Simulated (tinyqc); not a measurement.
The choice of windows: ionisation potential and affinity of a slab from the planar-averaged potential.

A model of the planar-averaged electrostatic energy of an electron in a periodic cell of N1 periods of A (L1 = N1 n1 h) and N2 periods of vacuum (L2 = N2 n2 h), on z_j = j h: V(z) = f VA + (1 - f) VB + F t(z), VA = V1[0] + V1[1] cos(2 pi z/(n1 h)) + V1[2] cos(4 pi z/(n1 h)), VB the same with V2, n2 and z - L1. f = [tanh(z/w) - tanh((z - L1)/w) + tanh((z - L1 - L2)/w)]/2 + 1/2; t(z) = z - L1/2 in A and (L1/L2)(L1 + L2/2 - z) beyond, so that the cell is periodic.

Running mean over n points, periodic: for odd n the plain mean of the n points centred on j; for even n the n + 1 points with half weight at both ends. The macroscopic average applies the mean over n1 points and then over n2 points.

Values chosen for the exercise (gap near that of GaN; the results hold for these values, not for the real material): h = 0.35 angstrom (grid step); n1 = 7 (grid points per period of A); n2 = 6 (grid points per period of the vacuum filter); N1 = 5 (periods of A); N2 = 4 (periods of vacuum); V1 = (-8.62, 4.71, -0.89) eV (mean and two harmonics of the potential in A); V2 = (0, 0, 0) eV (the same in vacuum); w = 0.33 angstrom (width of the interfaces); F = -0.019 eV/angstrom (slope in A from opposite charges on the two interfaces).

dV read at j = 17 and 47 after means over the numbers of points listed; ripple is the spread over the five points around each.

Results:
```
windows,dV (eV),ripple in A (meV),ripple in vacuum (meV)
none,13.415,7953,39
7 only,8.617,27,39
6 only,9.196,1020,39
8 only,8.182,737,39
"8, 7",8.617,27,39
"7, 6",8.617,27,39
```

Which rows can be used, and how does a wrong window show?

The last row matches both periods and lies -3 meV from the value of a thick cell, V2[0] - V1[0] = 8.620 eV. Against it the raw potential errs by +4.80 eV. Within 20 meV of it lie: 7 only and 8, 7. A window one point too long leaves a ripple of 737 meV in A, against 27 meV in the last row (of which the slope F makes 27 meV): the ripple is the sign to look for. Rows to use, with under 30 meV of ripple in both regions once the tilt is taken off: 7 only, 8, 7 and 7, 6. A row with a large ripple can hit the right value only by chance.

tinyqc: `OMP_NUM_THREADS=1 python tinyqc.py 1880659 1880660 out.jsonl`; about 0.01 s, one thread, shared Intel(R) Xeon(R) Processor @ 2.30GHz.
